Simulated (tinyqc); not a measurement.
# Free and trapped electrons in a MOS channel with a dense trap tail: free and trapped charge against gate voltage

p-type body, charge-sheet picture, full ionisation (an idealisation for deep acceptors), Boltzmann statistics for free electrons. e = Ec - EF at the surface. Acceptor-like traps of density D(E) = D0 + De exp(-E/Ew) at depth E below Ec, from 0 to Eu, hold n_t = integral of D(E)/(1 + exp((e - E)/Vt)). psi = Eg - Vt ln(Nv/Na) - e; N_dep = sqrt(2 eps0 eps_r Na (psi - Vt)/q); n_f = sqrt(N_dep^2 + 2 eps0 eps_r Vt Nc exp(-e/Vt)/q) - N_dep; Vg = Vfb + psi + q (N_dep + n_t + n_f)/Cox, Cox = eps0 eox/tox.

Free share n_f/(n_f + n_t); swing ln 10 n_f/(dn_f/dVg); field-effect mobility mf q (dn_f/dVg)/Cox, for a constant mf; oxide field q (N_dep + n_t + n_f)/(eps0 eox).

Parameters, values chosen for the exercise; band and dielectric values close to those of 4H silicon carbide: temperature T = 300 K; band gap Eg = 3.26 eV; relative permittivity eps_r = 9.77; conduction-band density of states at T Nc = 1.71e19 cm^-3; valence-band density of states at T Nv = 2.45e19 cm^-3; relative permittivity of the insulator eox = 3.9; insulator thickness tox = 40 nm; acceptor density Na = 8e15 cm^-3; flat-band voltage without trapped charge Vfb = -2.18 V; constant background density of acceptor-like traps D0 = 3.9e10 cm^-2 eV^-1; density of the tail at the conduction edge De = 8.5e12 cm^-2 eV^-1; decay energy of the tail Ew = 0.09 eV; depth below Ec down to which the traps reach Eu = 0.71 eV; mobility of free electrons mf = 60 cm^2/(V s).

Constants: q = 1.602176634e-19 C, kB = 1.380649e-23 J/K, Vt = kB T/q, eps0 = 8.8541878128e-14 F/cm where lengths are in cm. Results are converted to the units shown.

Result of one run:

| Vg (V) | e (eV) | n_f (cm^-2) | n_t (cm^-2) | free share (%) | swing (mV/decade) | field-effect mobility (cm^2/(V s)) | oxide field (MV/cm) |
|---|---|---|---|---|---|---|---|
| 5.3 | 0.01348 | 1.249e12 | 6.339e11 | 66.33 | 6063 | 52.81 | 1.110 |

What becomes of these results when the gate voltage Vg is changed from 5.3 to 3.8 V, all else the same?

Result of the changed run:

| Vg (V) | e (eV) | n_f (cm^-2) | n_t (cm^-2) | free share (%) | swing (mV/decade) | field-effect mobility (cm^2/(V s)) | oxide field (MV/cm) |
|---|---|---|---|---|---|---|---|
| 3.8 | 0.04273 | 5.748e11 | 5.179e11 | 52.61 | 3175 | 46.43 | 0.7426 |

The whole series:

| Vg (V) | e (eV) | n_f (cm^-2) | n_t (cm^-2) | free share (%) | swing (mV/decade) | field-effect mobility (cm^2/(V s)) | oxide field (MV/cm) |
|---|---|---|---|---|---|---|---|
| 1.4 | 0.3984 | 1.017e6 | 2.239e10 | 0.004544 | 87.19 | 0.002991 | 0.2315 |
| 2.2 | 0.1236 | 3.844e10 | 2.427e11 | 13.67 | 513.9 | 19.18 | 0.3628 |
| 3 | 0.06859 | 2.637e11 | 4.141e11 | 38.91 | 1720 | 39.33 | 0.5490 |
| 3.8 | 0.04273 | 5.748e11 | 5.179e11 | 52.61 | 3175 | 46.43 | 0.7426 |
| 4.5 | 0.02720 | 8.787e11 | 5.815e11 | 60.18 | 4504 | 50.02 | 0.9137 |
| 5.3 | 0.01348 | 1.249e12 | 6.339e11 | 66.33 | 6063 | 52.81 | 1.110 |
| 6.1 | 0.002421 | 1.636e12 | 6.713e11 | 70.90 | 7661 | 54.74 | 1.307 |
| 6.9 | -0.006839 | 2.034e12 | 6.982e11 | 74.44 | 9298 | 56.09 | 1.505 |
| 7.7 | -0.01479 | 2.440e12 | 7.178e11 | 77.27 | 1.097e4 | 57.03 | 1.703 |

n_f reaches 1e11 cm^-2 at Vg = 2.48 V, against 1.89 V without traps. The free share rises from 0.00454 to 77.3 % and the field-effect mobility rises from 0.00299 to 57.0 cm^2/(V s), although mf = 60 is constant: in the last row 95.1 % of Cox dVg goes into free electrons. The swing in the first row is 87.2 mV a decade (Vt ln 10 = 59.5). For Vg = 3.8, 4.5, 5.3, 6.1, 6.9, 7.7 EF lies less than 2 Vt below the band edge, or above it, where degeneracy and confinement, left out, matter.

Numbers from tinyqc (`OMP_NUM_THREADS=1 python tinyqc.py 2222139 2222140 out.jsonl`; about 0.02 s on one thread of a shared Intel Xeon 2.30GHz).
